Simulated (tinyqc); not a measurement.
Long-channel MOSFET, surface-potential model: potential, charge and velocity along the channel.

n-channel transistor on a uniformly doped p-type body, gradual-channel approximation, constant mobility, Boltzmann statistics, full ionisation. Potentials are counted from the neutral body; V is the electron quasi-Fermi potential, Vsb at the source and Vsb + Vds at the drain. Charges are magnitudes per area.

ni = sqrt(Nc Nv) exp(-Eg/(2 Vt)), Eg in volts; phiF = Vt ln(Na/ni); Cox = eps0 eox/tox; gamma = sqrt(2 q eps0 eps_r Na)/Cox. The surface potential psi at channel potential V solves Vgs + Vsb - Vfb - psi = gamma sqrt(G), G = psi - Vt + Vt exp((psi - 2 phiF - V)/Vt). Charge sheet: Qi = Cox gamma [sqrt(G) - sqrt(psi - Vt)]; I = mu (W/L) [integral of Qi dpsi from psi_0 to psi_L (drift) + Vt (Qi0 - QiL) (diffusion)], with psi_0 at V = Vsb and psi_L at V = Vsb + Vds. The current is the same at every point, so the place y where the channel potential is Vsb + v follows from y/L = I(Vds = v)/I(Vds); the mean carrier velocity is I/(W Qi).

Inputs (values chosen for the exercise); material values close to those of silicon:
- T = 350 K (temperature)
- Eg = 1.12 eV (band gap)
- eps_r = 11.7 (relative permittivity of the semiconductor)
- Nc = 3.57e19 cm^-3 (conduction-band density of states at T)
- Nv = 3.4e19 cm^-3 (valence-band density of states at T)
- Na = 1.6e18 cm^-3 (acceptor density of the body)
- eox = 8.6 (relative permittivity of the gate insulator)
- tox = 3.7 nm (insulator thickness)
- Vfb = -0.48 V (flat-band voltage)
- mu = 200 cm^2/(V s) (channel mobility)
- W = 5 um (gate width)
- L = 5 um (gate length)
- Vsb = 0.3 V (source-body reverse bias)
- Vgs = 1.46 V (gate-source voltage)
- Vds = 0.1 V (drain-source voltage)

Constants: q = 1.602176634e-19 C, kB = 1.380649e-23 J/K, Vt = kB T/q, eps0 = 8.8541878128e-14 F/cm where lengths are in cm. Results are converted to the units shown.

Along the channel:
```
v (V),psi (V),Qi (nC/cm^2),y/L,velocity (cm/s)
0.012,1.396,885.5,0.1341,3.565e4
0.025,1.408,857.6,0.2750,3.681e4
0.038,1.419,829.7,0.4114,3.805e4
0.05,1.430,804.1,0.5332,3.926e4
0.062,1.441,778.6,0.6513,4.055e4
0.075,1.453,751.0,0.7749,4.204e4
0.088,1.464,723.5,0.8940,4.363e4
0.1,1.475,698.3,1.000,4.521e4
```

What does the comparison show?

Half of the listed voltage range, v = 0.05 V, is reached at y/L = 0.533. The charge falls from 886 to 698 nC/cm^2 over the rows, so the velocity rises by a factor of 1.27 to keep the current constant.

Computed by the program tinyqc: `OMP_NUM_THREADS=1 python tinyqc.py 2360021 2360022 out.jsonl`, one thread of a shared Intel Xeon 2.30GHz, about 0.03 s for the whole run.
